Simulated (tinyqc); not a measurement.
Gated graphene, quantum capacitance: effect of the gate voltage.

phi is the Fermi level above the Dirac point, in volts; Vg is counted from the gate voltage of charge neutrality. Ideal linear bands, no charge puddles.

N0 = (2/pi)(kB T/(hbar vF))^2; n = N0 F1(phi/Vt), p = N0 F1(-phi/Vt), F1(e) = int_0^infinity u du/(1 + exp(u - e)) = -Li2(-exp(e)); Cq = q d(n - p)/dphi = (q N0/Vt) ln[2 (1 + cosh(phi/Vt))]. Cox = eps0 eox/tox; Vg = phi + q (n - p + Dit phi)/Cox. 1/C_G = 1/Cox + 1/(Cq + q Dit); dphi/dVg = Cox/(Cox + Cq + q Dit).

Inputs (values chosen for the exercise); values close to those of graphene:
```
symbol   value         unit                                                                 meaning
T          400            K                                                             temperature
eox        3.9               relative permittivity of the gate insulator (close to silicon dioxide)
tox        4.4           nm                                                     insulator thickness
vF      9.98e5          m/s                                                          Fermi velocity
Dit     2.9e12  cm^-2 eV^-1                                                        density of traps
```

Constants: q = 1.602176634e-19 C, kB = 1.380649e-23 J/K, hbar = 1.054571817e-34 J s, Vt = kB T/q, eps0 = 8.8541878128e-14 F/cm where lengths are in cm. Results are converted to the units shown.

The same in every row: Cox (uF/cm^2) = 0.78480.

Result of one run:
```
phi (V)	n - p (cm^-2)	Cq (uF/cm^2)	C_G (uF/cm^2)	dphi/dVg	n + p (cm^-2)
-0.029108	-2.1385e11	1.2706	0.54040	0.31142	3.5084e11
```

Which gate voltage Vg gave this result: -0.3, -0.09, 0.12 or 1.39 V?

Vg = -0.09 V.

The whole series:
```
Vg (V)	phi (V)	n - p (cm^-2)	Cq (uF/cm^2)	C_G (uF/cm^2)	dphi/dVg	n + p (cm^-2)
-0.3	-0.085684	-8.0131e11	2.1557	0.60392	0.23048	8.2991e11
-0.09	-0.029108	-2.1385e11	1.2706	0.54040	0.31142	3.5084e11
0.12	0.038279	2.8929e11	1.3688	0.54956	0.29975	3.9643e11
0.33	0.092462	8.9540e11	2.2934	0.61095	0.22152	9.1898e11
0.54	0.13380	1.6017e12	3.1959	0.64625	0.17655	1.6089e12
0.76	0.16937	2.4019e12	4.0154	0.66782	0.14906	2.4045e12
0.97	0.19876	3.2014e12	4.7032	0.68133	0.13184	3.2025e12
1.18	0.22508	4.0248e12	5.3226	0.69109	0.11942	4.0253e12
1.39	0.24912	4.8660e12	5.8897	0.69853	0.10993	4.8663e12
1.6	0.27138	5.7210e12	6.4154	0.70445	0.10239	5.7212e12
```

As Vg goes from -0.3 to 1.6, Cq goes from 2.16 through a minimum of 1.27 (at Vg = -0.09 among the rows listed) to 6.42 uF/cm^2, C_G/Cox goes from 0.770 through a minimum of 0.689 (at Vg = -0.09 among the rows listed) to 0.898 and n - p rises from -8.01e11 to 5.72e12 cm^-2. Cq exceeds Cox in every row, so the insulator is the tighter limit, though Cq still cuts C_G by up to 31 %. At neutrality Cq is (q N0/Vt) ln 4 = 1.13 uF/cm^2, and far from it Cq grows as |phi|.

tinyqc, about 0.01 s, one thread, Intel Xeon 2.30GHz (shared host): `OMP_NUM_THREADS=1 python tinyqc.py 2200038 2200039 out.jsonl`
